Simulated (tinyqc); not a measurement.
Towards the loss of the bound state: donor level screened by free carriers (Yukawa potential).

Potential -(q/(eps r)) exp(-ks r), q = e^2/(4 pi eps0). In units Ry* = Ry m/eps^2 and a* = a0 eps/m the problem is [-Laplacian - 2 exp(-x r)/r] psi = E psi with x = ks a*.

Converged values use 18 functions exp(-z r), z = 1.55^i, i = -11 to 6: S = 2/A^3, H = z_i z_j S - 2/(A + x)^2, A = z_i + z_j.

Values chosen for the exercise (out of a larger set: near those of a donor in Ge, with one mean mass; not measured data): xs = (0.07, 0.15, 0.3, 0.51, 0.76, 0.83, 1.02) (values of x).

First order (-1 + 2x), one-parameter (minimum of z^2 - 8 z^3/(2z + x)^2) and converged 1s energies in Ry*, and the mean radius in a*; a dash marks an unbound result.

Results:

| x | first order | trial function | converged | <r> |
|---|---|---|---|---|
| 0.07 | -0.8600 | -0.8670 | -0.8670 | 1.51 |
| 0.15 | -0.7000 | -0.7309 | -0.7309 | 1.53 |
| 0.30 | -0.4000 | -0.5146 | -0.5153 | 1.61 |
| 0.51 | - | -0.2837 | -0.2871 | 1.82 |
| 0.76 | - | -0.0986 | -0.1094 | 2.39 |
| 0.83 | - | -0.0621 | -0.0758 | 2.69 |
| 1.02 | - | - | -0.0164 | 4.78 |

First order loses the state at x = 0.5, the trial function reaches zero energy at x = 1.00, and the exact limit is 1.19. The radius starts at 1.5 a*, grows slowly at first (1.61 at x = 0.30), then steadily, and swells towards the end (4.8 at 1.02), where a single exponential fails: the binding vanishes as the square of the distance from 1.19.

Computed by tinyqc, a small Python program: `OMP_NUM_THREADS=1 python tinyqc.py 1250567 1250568 out.jsonl` (the numbers bound the seed that draws the inputs); one thread of a shared host (Intel(R) Xeon(R) Processor @ 2.30GHz), about 0.01 s for the whole set of steps.
